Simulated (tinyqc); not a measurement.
# Worked calculation: one-sided p+-n junction, ionisation integral and breakdown

Computed by the program tinyqc: `OMP_NUM_THREADS=1 python tinyqc.py 2120121 2120122 out.jsonl`, one thread of a shared Intel Xeon 2.30GHz, about 0.07 s for the whole run. Printed values are rounded.

A p+ layer at x < 0 and an n drift layer from x = 0. Depletion approximation, built-in voltage neglected. Local ionisation coefficients alpha_n = an exp(-(bn/E)^mx), alpha_p = ap exp(-(bp/E)^mx). Electrons move towards +x, holes towards x = 0.

Parameters, values chosen for the exercise; material values close to those of silicon:
```
symbol,value,unit,meaning
eps_r,11.5,,relative permittivity
an,6.58e5,1/cm,prefactor of the electron ionisation coefficient
bn,1.25e6,V/cm,field constant for electrons
ap,1.65e6,1/cm,prefactor of the hole ionisation coefficient
bp,2.01e6,V/cm,field constant for holes
mx,1,,exponent
N,7.6e14,cm^-3,donor density of the drift layer
V,217,V,reverse voltage
fr,0.4,,share of the depleted width that the grid covers
```

Constants: q = 1.602176634e-19 C, eps0 = 8.8541878128e-14 F/cm where lengths are in cm. Results are converted to the units shown.

## Field and ionisation coefficients on a grid

W = sqrt(2 eps0 eps_r V/(q N)), peak field E0 = q N W/(eps0 eps_r), falling linearly to 0 at W. Grid: 11 equal steps from 0 to fr W.

W = 19.0505 um

```
point,x (um),E (kV/cm),alpha_n (1/cm),alpha_p (1/cm)
0,0.00000,227.816,2724.58,243.073
1,0.69275,219.531,2215.02,174.238
2,1.38549,211.247,1771.75,121.677
3,2.07824,202.963,1391.59,82.5171
4,2.77098,194.679,1070.77,54.1408
5,3.46373,186.395,804.933,34.2167
6,4.15647,178.110,589.245,20.7211
7,4.84922,169.826,418.424,11.9491
8,5.54196,161.542,286.872,6.51236
9,6.23471,153.258,188.815,3.32387
10,6.92745,144.974,118.475,1.57097
11,7.62020,136.689,70.2556,0.678015
```

## Ionisation integrals by the trapezoid rule

G(x) = integral from 0 to x of (alpha_n - alpha_p); I_n = integral of alpha_n exp(-G) (electrons injected at x = 0), I_p = integral of alpha_p exp(G(end) - G) (holes injected at the far edge); M = 1/(1 - I). All integrals by the trapezoid rule on the grid.

```
point,G,alpha_n exp(-G) (1/cm)
0,0.000000,2724.58
1,0.156639,1893.87
2,0.284480,1333.07
3,0.386977,945.04
4,0.467533,670.88
5,0.529442,474.05
6,0.575829,331.30
7,0.609600,227.44
8,0.633390,152.27
9,0.649526,98.62
10,0.660000,61.23
11,0.666460,36.08
```

I_n = 0.524276
I_p = 0.0669777
M_n = 2.10206
M_p = 1.07179

A grid of 1500 steps over the whole width gives I_n = 0.5227 and I_p = 0.06604; the coarse I_n is 0.30 % above and the coarse I_p 1.4 % above those values. Electrons multiply more: on this coarse grid M - 1 is 15.4 times as large for them.

## Breakdown voltage by secant steps

G(x) = integral from 0 to x of (alpha_n - alpha_p); I_n = integral of alpha_n exp(-G) (electrons injected at x = 0), I_p = integral of alpha_p exp(G(end) - G) (holes injected at the far edge); M = 1/(1 - I). Secant steps on ln I_n(V) = 0 with the integrals on a fine grid (1500 steps), from the points V = 220 and 286 V; stop when the step is below 1e-7 of V.

Course of the iteration:
```
step,V (V),I_n,change of V (V)
1,286,0.910984,11.8
2,297.828,0.961737,8.51
3,306.340,0.994904,1.28
4,307.622,0.999664,0.0903
5,307.713,0.999997,8.60e-4
6,307.713,1.00000,5.40e-7
```

Breakdown at 307.71 V, with a peak field of 271.3 kV/cm and W = 22.69 um. The integral for holes reaches 1 at the same voltage.
